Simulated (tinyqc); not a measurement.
Rayleigh-quotient iteration on a symmetric matrix, step by step. Computed by tinyqc, a small Python program that keeps every step. Settings: method = rayleigh, shift = 0.65. Command: `OMP_NUM_THREADS=1 python tinyqc.py 21307 21308 out.jsonl` (the two numbers bound the seeds that draw the settings). One thread of a shared host (Intel(R) Xeon(R) Processor @ 2.60GHz), about 0.01 s of CPU time with the checks.

## Step 1

A:
```
         1        2        3
1   2.2490  -0.5530  -0.1020
2  -0.5530   3.4660   0.3280
3  -0.1020   0.3280   3.6100
```

vector v at the start: 0.5774  0.5774  0.5774

shift = 0.6500

solve (A - shift) w = v; v' = w/|w| with its largest component positive (the first on a tie); lambda = v'^T A v'; the next shift is lambda.

vector after step 1: 0.8175  0.4819  0.3155

Rayleigh quotient after step 1 = 2.2785

## Step 2

As before.

vector after step 2: 0.9336  0.3500  -0.0765

Rayleigh quotient after step 2 = 2.0417

## Course of the iteration

Stop when the residual |A v - lambda v| is below 1e-9.

Steps:
```
step    lambda  residual
1     2.278491  6.32e-01
2     2.041651  1.09e-01
3     2.034903  4.25e-04
4     2.034903  2.89e-11
```

all eigenvalues, for comparison: 2.0349  3.3006  3.9895

Converged in 4 steps.
